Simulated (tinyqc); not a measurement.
# Silicon n-p-n transistor, Gummel numbers and transit times: effect of the temperature

One-dimensional n-p-n transistor in the forward active mode at low injection. In the base p(x) = NB exp(-eta x/wb) and ni(x)^2 = ni^2 exp((g0 + g1 x/wb)/Vt); electrons leave the base at vsat; band spikes at the emitter junction and recombination inside the emitter are ignored.

Nc and Nv are given at 300 K and scale as (T/300 K)^1.5; all else is held fixed. f(x) = p(x) ni^2/ni(x)^2; I(x) = integral from x to wb of f/Dn, plus f(wb)/vsat; base Gummel number GB = I(0); electron density per unit flux n/(J/q) = I/f; base transit time tauB = integral of I/f over the base. ni = sqrt(Nc Nv) exp(-Eg/(2 Vt)), Eg in volts; GE = NE exp(-gE/Vt)(we/Dp + 1/Se); JC = J0 exp(VBE/Vt), J0 = q ni^2/GB; gain limited by back injection GE/GB, by base recombination tb/tauB, together 1/beta = the sum of the inverses; collector layer one-sided, Wc = sqrt(2 eps0 eps_r (Vbc + VCB)/(q NC)), Vbc = Vt ln(p(wb) NC/ni^2), Cjc = eps0 eps_r/Wc; Early voltage VA = GB q p(wb)/(f(wb) Cjc [1/Dn - (eta + g1/Vt)/(wb vsat)]), f(wb) = p(wb) exp(-(g0 + g1)/Vt), p(wb) = NB exp(-eta); tauC = Wc/(2 vsat). Peak fT here means 1/(2 pi (tauB + tauC + Rc Cjc)); base sheet resistance 1/(q mp times the integral of p).

Values chosen for this exercise; band and dielectric values close to those of silicon:
```
symbol    value        unit                                                         meaning
Eg          1.1          eV                                                        band gap
eps_r      11.9                                                       relative permittivity
Nc       2.8e19       cm^-3  conduction-band density of states at the reference temperature
Nv      2.63e19       cm^-3     valence-band density of states at the reference temperature
vsat     9.97e6        cm/s                                             saturation velocity
wb          220          nm                                              neutral base width
NB       1.4e18       cm^-3                                 base doping at the emitter edge
eta           0                                              doping falls as exp(-eta x/wb)
g0            0          eV                   gap reduction at the emitter edge of the base
g1            0          eV                  further gap reduction across the base (linear)
Dn          5.1      cm^2/s                      electron diffusion coefficient in the base
NE       4.8e19       cm^-3                                                  emitter doping
gE        0.129          eV              gap reduction in the emitter (negative: wider gap)
we          160          nm                                           neutral emitter width
Dp          1.1      cm^2/s                       hole diffusion coefficient in the emitter
Se        40000        cm/s                   recombination velocity at the emitter contact
tb         3e-7           s                                   electron lifetime in the base
NC       5.7e15       cm^-3                                                collector doping
VCB         0.4           V                                     collector-base reverse bias
Rc           17    ohm um^2                               emitter plus collector resistance
mp          170  cm^2/(V s)                                       hole mobility in the base
```

Constants: q = 1.602176634e-19 C, kB = 1.380649e-23 J/K, Vt = kB T/q, eps0 = 8.8541878128e-14 F/cm where lengths are in cm. Results are converted to the units shown.

The same in every row: GB (s/cm^4) = 6.180e12; tb/tauB = 6041; tauB (ps) = 49.66; base sheet resistance (kohm) = 1.192.

Effect of the temperature:
```
T (K)   GE/GB    beta  VA (V)  tauC (ps)  peak fT (GHz)
200    0.1725  0.1725   264.9      2.772          3.035
240    0.6005  0.6004   260.2      2.723          3.038
280     1.464   1.463   255.2      2.671          3.041
320     2.856   2.854   250.0      2.616          3.044
360     4.802   4.799   244.5      2.559          3.048
400     7.279   7.270   238.8      2.499          3.051
440     10.23   10.21   232.8      2.437          3.055
480     13.58   13.55   226.6      2.371          3.059
```

As T goes from 200 to 480, beta rises from 0.172 to 13.6, VA falls from 265 to 227 V, the peak fT rises from 3.04 to 3.06 GHz and the base sheet resistance stays at 1.19 kohm. The product beta VA changes by a factor of 67.2. Back injection limits the gain in every row. For T = 200, 240, 280, 320, 360 beta is under 5, where charge stored in the emitter, left out, would cut fT markedly.

Range of the model: Heavy doping makes emitter or base degenerate; gE and g0 are to be read as apparent gap changes that include this.

Numbers from tinyqc (`OMP_NUM_THREADS=1 python tinyqc.py 2320053 2320054 out.jsonl`; about 0.01 s on one thread of a shared Intel Xeon 2.30GHz).
